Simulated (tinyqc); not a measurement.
Correction of a charged-defect supercell by a model charge and potential alignment (plane-averaged potentials). From one set of inputs to another, one input at a time. Computed by tinyqc, a small Python program. Command: `OMP_NUM_THREADS=1 python tinyqc.py 3111949 3111950 out.jsonl align ladder`. One thread of a shared host (Intel(R) Xeon(R) Processor @ 2.30GHz), about 0.02 s of CPU time with the checks.

The "true" defect charge is (1 - x) q in a Gaussian of width sigma plus x q in one of width sigma_t, so the exact answer is known; the correction sees only a single model Gaussian of width sigma_m. A Gaussian of width s has the transform rho(G) = exp(-G^2 s^2/2), normalised to 1. A uniform background cancels q, so G = 0 is left out. Potentials are those felt by a unit positive charge. E_0 is the formation energy of the isolated defect, E_cell its value in the supercell, E_lat = E_iso - E_per of the model charge, C the true less the model potential far from the defect; the exact correction is E_0 - E_cell, and the error of a scheme is E_cell plus its correction less E_0.

The inputs printed are set A. Inputs not listed in the table keep their values of set A, so the rows need not describe a real material.

Inputs (values chosen for the exercise, with screening close to that of 4H-SiC): defect charge q = 1 e; dielectric constant eps = 9.58; edge of the cubic cell L = 14.1 angstrom; width sigma of the true defect charge = 1.4 angstrom; width sigma_m of the model charge = 1.3 angstrom; share x of the charge in a wide tail = 0; width sigma_t of the tail = 2.2 angstrom; formation energy of the isolated defect E_0 = 3.74 eV.

Constants: e^2/(4 pi eps_0) = 14.39964548 eV angstrom.

Method:
- Periodic energy E_per = (2 pi q^2/(eps L^3)) (e^2/(4 pi eps_0)) sum_(G != 0) rho(G)^2/G^2, G = (2 pi/L)(n1, n2, n3), |n_i| <= 16. Isolated energy: two Gaussians of charges q_a, q_b and widths a, b interact by q_a q_b (e^2/(4 pi eps_0 eps)) sqrt(2/pi)/sqrt(a^2 + b^2), and the self-energy is half the sum over pairs.
- Supercell value E_cell = E_0 + E_per - E_iso for the true charge.
- E_lat = E_iso - E_per for the model charge; point-charge value alpha q^2 e^2/(4 pi eps_0 eps 2 L) with alpha = 2.837297.
- Plane-averaged potential at distance z from the defect: V(z) = (4 pi q/(eps L^3)) (e^2/(4 pi eps_0 e)) sum_(m != 0) rho(G_m) cos(G_m z)/G_m^2, G_m = 2 pi m/L, |m| <= 40.
- C = difference at z = L/2; E_corr = E_cell + E_lat - q C. For charges that have died out at L/2, C = (2 pi q/(eps L^3)) (e^2/(4 pi eps_0 e)) (<s^2> - sigma_m^2), <s^2> = (1 - x) sigma^2 + x sigma_t^2.

Each row keeps all changes above it:
```
input moved                                       from    to  exact correction (eV)  alignment C (V)  error with the point-charge term alone (meV)
set A                                                -     -                0.14463        0.0009096                                        6.6033
width sigma_m of the model charge (angstrom)       1.3  0.93                0.14463        0.0036894                                        6.6033
width sigma of the true defect charge (angstrom)   1.4   1.3                0.14554        0.0027798                                        5.6937
edge of the cubic cell L (angstrom)               14.1  17.5                0.11887        0.0014540                                        2.9781
width sigma_t of the tail (angstrom)               2.2   2.6                0.11887        0.0014540                                        2.9781
dielectric constant eps                           9.58   5.6                0.20335        0.0024873                                        5.0946
```

Which inputs carry the difference?

Exact correction goes from 0.145 to 0.203, a factor 1.41 in all. The largest single move comes from dielectric constant eps (a factor 1.71), and edge of the cubic cell L works against it (a factor 0.817). Alignment C goes from 9.10e-4 to 0.00249, a factor 2.73 in all. The largest single move comes from width sigma_m of the model charge (a factor 4.06), and edge of the cubic cell L works against it (a factor 0.523). Error with the point-charge term alone goes from 6.60 to 5.09, a factor 0.772 in all. The largest single move comes from edge of the cubic cell L (a factor 0.523), and dielectric constant eps works against it (a factor 1.71). The single moves hold for this order of the switches; the total does not depend on the order.

Extremes, crossings and ranges named in words are read from the listed rows.
